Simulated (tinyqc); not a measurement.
Inputs raised by 10 %, one at a time: Gupta-type many-body potential for a metal. Computed by tinyqc, a small Python program. Command: `OMP_NUM_THREADS=1 python tinyqc.py 3022776 3022777 out.jsonl gupta sens`. One thread of a shared host (Intel(R) Xeon(R) Processor @ 2.30GHz), about 0.03 s of CPU time with the checks.

E_i = sum_j A exp(-p (r_ij/r0 - 1)) - xi rho_i^gamma, with rho_i = sum_j exp(-2 q (r_ij/r0 - 1)); gamma = 1/2 is the tight-binding second-moment form. The crystal is fcc unless stated; d is the neighbour distance and a fixed number of shells is kept.

Inputs (values chosen for the exercise, for a model metal): repulsion A = 0.167 eV; hopping xi = 1.16 eV; decay p = 10.7; decay q = 3.84; reference distance r0 = 2.749 angstrom; shells kept = 5; embedding exponent gamma = 0.6.

Surface: (110).

Constants: 1 eV/angstrom^3 = 160.2176634 GPa; 1 eV/angstrom^2 = 16.02176634 J/m^2.

Method:
- fcc shells: d sqrt(k), k = 1..5, with 12, 6, 24, 12, 24 atoms; Omega = d^3/sqrt2.
- Equilibrium: dE/dd = 0; B = d^2 E''(d)/(9 Omega).
- Second derivatives of E/Omega at equilibrium under homogeneous strain: e_xx = h gives C11; e_xx = -e_yy = h gives 2 (C11 - C12); e_xy = e_yx = h/2 gives C44.
- Cut the crystal without relaxation; an atom in layer l keeps the neighbours that lie below the surface plane. Excess = E_i + E_c. Surface energy = sum of excesses over the layers, divided by the area per surface atom: (sqrt3/2) d^2 for (111), d^2 for (100), sqrt2 d^2 for (110).

Runs; columns: (1) input moved; (2) from; (3) to; (4) cohesive energy E_c (eV); (5) neighbour distance d (angstrom); (6) surface energy (J/m^2); (7) Cauchy pressure C12 - C44 (GPa):
```
(1)                                 (2)     (3)    (4)    (5)    (6)    (7)
base run                              -       -  3.253  2.693  1.014  104.1
repulsion A (eV)                  0.167  0.1837  3.022  2.736  0.911   94.9
hopping xi (eV)                    1.16   1.276  3.852  2.649  1.241  125.6
decay p                            10.7   11.77  3.229  2.737  1.070   94.9
decay q                            3.84   4.224  3.298  2.647  0.924  139.0
reference distance r0 (angstrom)  2.749  3.0239  3.253  2.962  0.838   78.2
embedding exponent gamma            0.6    0.66  4.461  2.566  1.762  153.2
```

Exponents ln(y'/y) / ln(x'/x):
```
input                     cohesive energy E_c  neighbour distance d  surface energy  Cauchy pressure C12 - C44
repulsion A                            -0.772                 0.168          -1.120                     -0.967
hopping xi                              1.773                -0.171           2.127                      1.973
decay p                                -0.077                 0.170           0.572                     -0.976
decay q                                 0.144                -0.182          -0.969                      3.035
reference distance r0                   0.000                 1.000          -2.000                     -3.000
embedding exponent gamma                3.314                -0.507           5.804                      4.052
```

Which inputs matter most for each result?

Among the inputs moved here: cohesive energy E_c answers most in size to embedding exponent gamma (exponent +3.314), next to hopping xi (+1.773); its exponent is below 0.0005 for reference distance r0. Its exponent 0.000 in reference distance r0: energies do not depend on the length scale. Neighbour distance d answers most in size to reference distance r0 (exponent +1.000), next to embedding exponent gamma (-0.507). Its exponent +1.000 in reference distance r0: r0 is the length scale. Surface energy answers most in size to embedding exponent gamma (exponent +5.804), next to hopping xi (+2.127). Its exponent -2.000 in reference distance r0: energy over area. Cauchy pressure C12 - C44 answers most in size to embedding exponent gamma (exponent +4.052), next to decay q (+3.035).
